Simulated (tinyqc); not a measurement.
# Changing the crack length L

Model: wafer bonding and layer transfer: bond energy, gap closing, particles, bonding of dissimilar wafers and hydrogen blisters. Computed by tinyqc, a small Python program. Command: `OMP_NUM_THREADS=1 python tinyqc.py 3012191 3012192 out.jsonl bond sweep`. One thread of a shared host (Intel(R) Xeon(R) Processor @ 2.30GHz), about 0.01 s of CPU time with the checks.

gamma is the energy per area of each of the two surfaces; plates are isotropic, and both wafers have E1 and t1.

Inputs (values chosen for the exercise, for model wafers):

| quantity | value | unit |
|---|---|---|
| Young's modulus E1 | 150 | GPa |
| Poisson ratio nu | 0.25 | - |
| thickness t1 | 625 | micrometre |
| blade thickness t_b | 50 | micrometre |
| particle radius h | 0.54 | micrometre |
| radius of a shallow gap R | 1.7 | mm |
| half height of the gap h_g | 0.69 | nm |

Pair: two equal wafers.

Method:
- Two cantilevers opened by t_b: gamma = 3 t_b^2 E1 t1^3 E2 t2^3/(16 L^4 (E1 t1^3 + E2 t2^3)).
- E' = E1/(1 - nu^2), equal wafers of thickness t1 assumed. A gap of radius R closes if h_g < h_c: h_c = R^2/sqrt((2/3) E' t1^3/gamma) for R > 2 t1 (plate bending), h_c = 3.6 sqrt(R gamma/E') for R < 2 t1 (local deformation).
- E' = E1/(1 - nu^2), equal wafers assumed. Void radius in the plate regime: R_v = [(2/3) E' t1^3/gamma]^(1/4) h^(1/2). Below h_crit = 5 sqrt(t1 gamma/E') the wafers deform locally and R_v is of the order of h (taken as h).

One run for each value:

| crack length L (mm) | bond energy gamma (J/m^2) | void radius (micrometre) | closable height h_c (nm) |
|---|---|---|---|
| 9.7 | 0.96952 | 1672.9 | 557.62 |
| 11.0 | 0.58624 | 1897.1 | 433.61 |
| 13.0 | 0.30052 | 2242.1 | 310.45 |
| 15.0 | 0.16954 | 2587.0 | 233.19 |
| 18.0 | 0.08176 | 3104.4 | 161.93 |
| 21.0 | 0.04413 | 3621.8 | 118.97 |
| 24.0 | 0.02587 | 4139.2 | 91.09 |

Describe and explain the trends.

Over the rows, bond energy gamma (J/m^2) falls from 0.970 to 0.0259 (exponent d ln y / d ln x about -4.0 throughout); void radius (micrometre) rises from 1670 to 4140 (exponent d ln y / d ln x about 1.0 throughout); closable height h_c (nm) falls from 558 to 91.1 (exponent d ln y / d ln x about -2.0 throughout). The exponent of bond energy gamma stays at -4: beam compliance goes as L^3.  Left out: 28.0 (bond energy out of the physical range).
